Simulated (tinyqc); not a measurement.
Coulomb enhancement above the gap: Wannier exciton and Elliott formula.

Inputs chosen for the exercise (out of a larger set: near those of GaN; not measured data): xs = (0.035, 0.11, 0.63, 2.5, 3.3, 12, 45, 110) ((E - Eg)/Ry*).

Ry* = 24.6466 meV

With x = (E - Eg)/Ry* and y = pi/sqrt(x): S3 = y exp(y)/sinh(y), and S2 = exp(y)/cosh(y). Free-pair absorption goes as sqrt(x) in three dimensions and is constant in two.

Factors:

| x | E - Eg (meV) | sqrt(x) | S3 | S3 sqrt(x) | S2 |
|---|---|---|---|---|---|
| 0.035 | 0.86 | 0.187 | 33.585 | 6.283 | 2.000 |
| 0.63 | 15.53 | 0.794 | 7.919 | 6.285 | 1.999 |
| 2.5 | 61.62 | 1.581 | 4.050 | 6.404 | 1.963 |
| 3.3 | 81.33 | 1.817 | 3.571 | 6.487 | 1.939 |
| 12 | 295.76 | 3.464 | 2.167 | 7.507 | 1.720 |
| 45 | 1109.10 | 6.708 | 1.540 | 10.333 | 1.437 |
| 1.1e+02 | 2711.13 | 10.488 | 1.329 | 13.941 | 1.291 |

Give the missing row, x = 0.11.

Computed row:
```
x     E - Eg (meV)  sqrt(x)      S3  S3 sqrt(x)     S2
0.11          2.71    0.332  18.945       6.283  2.000
```

In three dimensions the product tends to 2 pi = 6.283 at the edge (6.283 in the first row), so the square-root onset becomes a step. Even 2711 meV above the gap the enhancement is 1.33; it decays only as 1 + pi/sqrt(x) = 1.30. In two dimensions it never exceeds 2 and has fallen to 1.29. The last rows lie beyond the range of parabolic bands.

Computed by tinyqc, a small Python program: `OMP_NUM_THREADS=1 python tinyqc.py 1280010 1280011 out.jsonl` (the numbers bound the seed that draws the inputs); one thread of a shared host (Intel(R) Xeon(R) Processor @ 2.30GHz), about 0.02 s for the whole set of steps.
